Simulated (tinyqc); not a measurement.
Direct against trap-assisted paths: tunnelling through a thin dielectric with one trap, as a tight-binding chain.

Hopping -t everywhere, t = c/(m a^2), c = hbar^2/2m0; lead sites at 2t (band bottom 0), barrier sites 1 to N at 2t + phi, and site j has U besides. No voltage. Leads give S = -t exp(ika) on sites 1 and N, cos(ka) = 1 - E/(2t). T = (2 t sin(ka))^2 |G_1N|^2, G = (E - H - S)^-1. In the barrier cosh(q a) = 1 + (phi - E)/(2t).

Resonance: the lowest eigenvalue of H + S(E), iterated until its real part equals E (40 rounds from Eb = phi + 2t - sqrt(4t^2 + U^2), the level in an endless barrier). With v the normalised squared amplitudes of that state, Gamma_L = 2 t sin(ka) v_1, Gamma_R = 2 t sin(ka) v_N; Breit-Wigner T = Gamma_L Gamma_R/((E - Er)^2 + (Gamma_L + Gamma_R)^2/4).

Constants: hbar^2/2m0 = 3.80998211 eV angstrom^2.

Parameters, chosen for this exercise (barrier and mass of the size used for SiO2 on silicon; shifted at random, so the results belong to these values and not to a real crystal):
```
symbol  value  unit      meaning
a       2.5    angstrom  site spacing
m       0.49   m0        mass, the same in leads and barrier
phi     2.97   eV        conduction edge of the barrier above that of the leads
U       -4.36  eV        extra energy on the trap site
```

N odd, the trap in the middle, j = (N + 1)/2. Direct T is that without trap at the energy Er; area = 2 pi Gamma_L Gamma_R/(Gamma_L + Gamma_R). The exponents are the slopes of the logarithms between the last two rows, per angstrom.

Against thickness:
```
N   N a (angstrom)  Er (eV)  direct T  area (meV)
5             12.5   0.4325  4.67e-06        25.6
7             17.5   0.4378  2.36e-08        1.83
9             22.5   0.4381  1.17e-10       0.129
11            27.5   0.4381  5.80e-13     0.00906
13            32.5   0.4381  2.87e-15    0.000637
15            37.5   0.4381  1.42e-17    4.48e-05
17            42.5   0.4381  7.03e-20    3.15e-06
```

exponents (1/angstrom): direct 1.0616, through the trap 0.5308

What does the comparison show, and why?

The direct path falls as exp(-1.062 d) and the path through a central trap as exp(-0.531 d), 2.00 times more slowly, since each step crosses half the layer. From 5 to 17 sites the first loses 13.8 decades and the second 6.9: in thicker layers even few traps rule the leakage. Inelastic capture with phonons is left out.

(tinyqc, `OMP_NUM_THREADS=1 python tinyqc.py 1481804 1481805 out.jsonl`, Intel(R) Xeon(R) Processor @ 2.30GHz, 1 thread, shared host, about 0.06 s.)
